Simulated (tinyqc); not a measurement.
Sp3 tight binding, zinc-blende lattice, step by step. Computed by tinyqc, a small Python program that keeps every step. Command: `OMP_NUM_THREADS=1 python tinyqc.py 23686 23687 out.jsonl` (the two numbers bound the seeds that draw the settings). One thread of a shared host (Intel(R) Xeon(R) Processor @ 2.60GHz), about 0.01 s of CPU time with the checks.

## Bloch Hamiltonian at k

Parameters chosen for this model: zinc-blende lattice, anion at 0, cation at a/4 (1,1,1); V = eta hbar^2 / (m d^2), hbar^2/m = 7.619964 eV angstrom^2:
```
parameter          value      unit
a               6.220000  angstrom
d               2.693339  angstrom
Es anion      -16.750000        eV
Ep anion       -9.620000        eV
Es cation     -10.030000        eV
Ep cation      -6.120000        eV
eta ss         -1.400000
eta sp          1.840000
eta pp sigma    3.240000
eta pp pi      -0.810000
V ss           -1.470615        eV
V sp            1.932808        eV
V pp sigma      3.403423        eV
V pp pi        -0.850856        eV
```

k point k (2 pi / a): 0.510000  -0.420000  0.320000

Slater-Koster rules over the four bonds with direction cosines (l, m, n): ss V_ss; s-px l V_sp; px-s -l V_sp; px-px l^2 V_pps + (1 - l^2) V_ppp; px-py l m (V_pps - V_ppp); each times exp(i k.d).

H(k) at k (eV):
```
                      a s                 a px                a py                 a pz
a s            -16.750000             0.000000            0.000000             0.000000
a px             0.000000            -9.620000            0.000000             0.000000
a py             0.000000             0.000000           -9.620000             0.000000
a pz             0.000000             0.000000            0.000000            -9.620000
c s   -2.834537+1.247324i  -0.917197+2.219511i  1.220187-1.668375i  -1.721629+1.182443i
c px   0.917197-2.219511i   1.093321-0.481111i  2.187843-1.502646i  -1.550611+2.120168i
c py  -1.220187+1.668375i   2.187843-1.502646i  1.093321-0.481111i   1.165572-2.820551i
c pz   1.721629-1.182443i  -1.550611+2.120168i  1.165572-2.820551i   1.093321-0.481111i

                      c s                 c px                 c py                 c pz
a s   -2.834537-1.247324i   0.917197+2.219511i  -1.220187-1.668375i   1.721629+1.182443i
a px  -0.917197-2.219511i   1.093321+0.481111i   2.187843+1.502646i  -1.550611-2.120168i
a py   1.220187+1.668375i   2.187843+1.502646i   1.093321+0.481111i   1.165572+2.820551i
a pz  -1.721629-1.182443i  -1.550611-2.120168i   1.165572+2.820551i   1.093321+0.481111i
c s            -10.030000             0.000000             0.000000             0.000000
c px             0.000000            -6.120000             0.000000             0.000000
c py             0.000000             0.000000            -6.120000             0.000000
c pz             0.000000             0.000000             0.000000            -6.120000
```

## Levels at k

Diagonalise the Hermitian matrix.

eigenvalues (eV): -18.981124  -14.673011  -12.374643  -12.163896  -6.532287  -3.708192  -3.473847  -2.093000

weights |c|^2 of the basis functions:
```
        band 1    band 2    band 3    band 4    band 5    band 6    band 7    band 8
a s   0.817451  0.016224  0.003198  0.001352  0.132614  0.006306  0.001658  0.021197
a px  0.003107  0.181663  0.091963  0.361708  0.062316  0.199580  0.001412  0.098251
a py  0.001479  0.183753  0.132225  0.336442  0.036007  0.028354  0.171636  0.110104
a pz  0.000415  0.176592  0.461518  0.002203  0.060974  0.053606  0.125899  0.118793
c s   0.105575  0.274521  0.018137  0.007019  0.547011  0.007435  0.002218  0.038085
c px  0.029862  0.043856  0.041529  0.149593  0.052715  0.494649  0.003252  0.184544
c py  0.022274  0.054556  0.071592  0.137935  0.040087  0.071044  0.395845  0.206666
c pz  0.019837  0.068835  0.179839  0.003749  0.068275  0.139026  0.298080  0.222360
```

## Bloch Hamiltonian at X

k point X (2 pi / a): 1  0  0

As before.

H(k) at X (eV):
```
                     a s                a px                a py                a pz
a s           -16.750000            0.000000            0.000000            0.000000
a px            0.000000           -9.620000            0.000000            0.000000
a py            0.000000            0.000000           -9.620000            0.000000
a pz            0.000000            0.000000            0.000000           -9.620000
c s             0.000000  0.000000+4.463629i            0.000000            0.000000
c px  0.000000-4.463629i            0.000000            0.000000            0.000000
c py            0.000000            0.000000            0.000000  0.000000-5.672371i
c pz            0.000000            0.000000  0.000000-5.672371i            0.000000

                     c s                c px                c py                c pz
a s             0.000000  0.000000+4.463629i            0.000000            0.000000
a px  0.000000-4.463629i            0.000000            0.000000            0.000000
a py            0.000000            0.000000            0.000000  0.000000+5.672371i
a pz            0.000000            0.000000  0.000000+5.672371i            0.000000
c s           -10.030000            0.000000            0.000000            0.000000
c px            0.000000           -6.120000            0.000000            0.000000
c py            0.000000            0.000000           -6.120000            0.000000
c pz            0.000000            0.000000            0.000000           -6.120000
```

## Levels at X

As before.

eigenvalues (eV): -18.375692  -14.293334  -13.806185  -13.806185  -5.356666  -4.494308  -1.933815  -1.933815

## Bands along a path

The same steps at evenly spaced points between the labelled ones.

Bands along the path (eV):
```
k             band 1      band 2      band 3      band 4     band 5     band 6     band 7     band 8
L         -18.896599  -14.960385  -12.209198  -12.209198  -6.676967  -3.530802  -3.530802  -1.986050
L-G 0.25  -19.155455  -14.404792  -12.026160  -12.026160  -6.621966  -3.713840  -3.713840  -2.337787
L-G 0.50  -19.641869  -13.078355  -11.546905  -11.546905  -6.509044  -4.193095  -4.193095  -3.290732
L-G 0.75  -20.024423  -11.549164  -10.994996  -10.994996  -6.490081  -4.745004  -4.745004  -4.456332
G         -20.164432  -10.735419  -10.735419  -10.735419  -6.615568  -5.004581  -5.004581  -5.004581
G-X 0.25  -19.976707  -11.358372  -11.358372  -11.278420  -6.329971  -4.934902  -4.381628  -4.381628
G-X 0.50  -19.452957  -12.530951  -12.530951  -12.478334  -5.830485  -4.758224  -3.209049  -3.209049
G-X 0.75  -18.761011  -13.709419  -13.462869  -13.462869  -5.477128  -4.572442  -2.277131  -2.277131
X         -18.375692  -14.293334  -13.806185  -13.806185  -5.356666  -4.494308  -1.933815  -1.933815
X-W 0.25  -18.375692  -14.293334  -13.806185  -13.806185  -5.356666  -4.494308  -1.933815  -1.933815
X-W 0.50  -18.375692  -14.293334  -13.806185  -13.806185  -5.356666  -4.494308  -1.933815  -1.933815
X-W 0.75  -18.375692  -14.293334  -13.806185  -13.806185  -5.356666  -4.494308  -1.933815  -1.933815
W         -18.375692  -14.293334  -13.806185  -13.806185  -5.356666  -4.494308  -1.933815  -1.933815
```

With 4 band(s) filled, the highest filled level on these points lies at G and the lowest empty one at L: a gap of 4.0585 eV, indirect.
